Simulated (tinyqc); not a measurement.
Inside a calculation. Method: Hueckel theory of the pi electrons, for the molecule C=CC=CC(=C)C=C (SMILES; centres numbered as the heavy atoms are written). One step of it, computed by the program tinyqc.

Question. Orbitals. Diagonalise; E = alpha + x beta with beta < 0, so the largest x are filled first; degenerate levels share their electrons. P = sum n_i c_ri c_si; each orbital has its largest coefficient positive (the first on a tie).

Hueckel matrix in units of beta (H = alpha + beta A), order 1C, 2C, 3C, 4C, 5C, 6C, 7C, 8C:
$$\begin{pmatrix}
0.000000 & 1.000000 & 0.000000 & 0.000000 & 0.000000 & 0.000000 & 0.000000 & 0.000000 \\
1.000000 & 0.000000 & 1.000000 & 0.000000 & 0.000000 & 0.000000 & 0.000000 & 0.000000 \\
0.000000 & 1.000000 & 0.000000 & 1.000000 & 0.000000 & 0.000000 & 0.000000 & 0.000000 \\
0.000000 & 0.000000 & 1.000000 & 0.000000 & 1.000000 & 0.000000 & 0.000000 & 0.000000 \\
0.000000 & 0.000000 & 0.000000 & 1.000000 & 0.000000 & 1.000000 & 1.000000 & 0.000000 \\
0.000000 & 0.000000 & 0.000000 & 0.000000 & 1.000000 & 0.000000 & 0.000000 & 0.000000 \\
0.000000 & 0.000000 & 0.000000 & 0.000000 & 1.000000 & 0.000000 & 0.000000 & 1.000000 \\
0.000000 & 0.000000 & 0.000000 & 0.000000 & 0.000000 & 0.000000 & 1.000000 & 0.000000
\end{pmatrix}$$

pi electrons, sum of z_r less the charge = 8

Give: x values; occupations; coefficients; charge and bond-order matrix P.

Answer.

x values: [1.989, 1.486, 0.813, 0.416, -0.416, -0.813, -1.486, -1.989]

occupations: [2.000, 2.000, 2.000, 2.000, 0.000, 0.000, 0.000, 0.000]

coefficients, order 1C, 2C, 3C, 4C, 5C, 6C, 7C, 8C:
$$\begin{pmatrix}
0.119 & 0.383 & 0.352 & 0.464 & -0.464 & 0.352 & -0.383 & 0.119 \\
0.237 & 0.570 & 0.286 & 0.193 & 0.193 & -0.286 & 0.570 & -0.237 \\
0.352 & 0.464 & -0.119 & -0.383 & 0.383 & -0.119 & -0.464 & 0.352 \\
0.464 & 0.119 & -0.383 & -0.352 & -0.352 & 0.383 & 0.119 & -0.464 \\
0.570 & -0.286 & -0.193 & 0.237 & -0.237 & -0.193 & 0.286 & 0.570 \\
0.286 & -0.193 & -0.237 & 0.570 & 0.570 & 0.237 & -0.193 & -0.286 \\
0.383 & -0.352 & 0.464 & -0.119 & -0.119 & -0.464 & -0.352 & -0.383 \\
0.193 & -0.237 & 0.570 & -0.286 & 0.286 & 0.570 & 0.237 & 0.193
\end{pmatrix}$$

charge and bond-order matrix P, order 1C, 2C, 3C, 4C, 5C, 6C, 7C, 8C:
$$\begin{pmatrix}
1.000 & 0.874 & 0.000 & -0.395 & 0.000 & 0.282 & 0.037 & 0.000 \\
0.874 & 1.000 & 0.479 & 0.000 & -0.076 & 0.000 & 0.000 & 0.037 \\
0.000 & 0.479 & 1.000 & 0.798 & 0.000 & -0.357 & -0.076 & 0.000 \\
-0.395 & 0.000 & 0.798 & 1.000 & 0.441 & 0.000 & 0.000 & -0.113 \\
0.000 & -0.076 & 0.000 & 0.441 & 1.000 & 0.798 & 0.404 & 0.000 \\
0.282 & 0.000 & -0.357 & 0.000 & 0.798 & 1.000 & 0.000 & -0.395 \\
0.037 & 0.000 & -0.076 & 0.000 & 0.404 & 0.000 & 1.000 & 0.911 \\
0.000 & 0.037 & 0.000 & -0.113 & 0.000 & -0.395 & 0.911 & 1.000
\end{pmatrix}$$
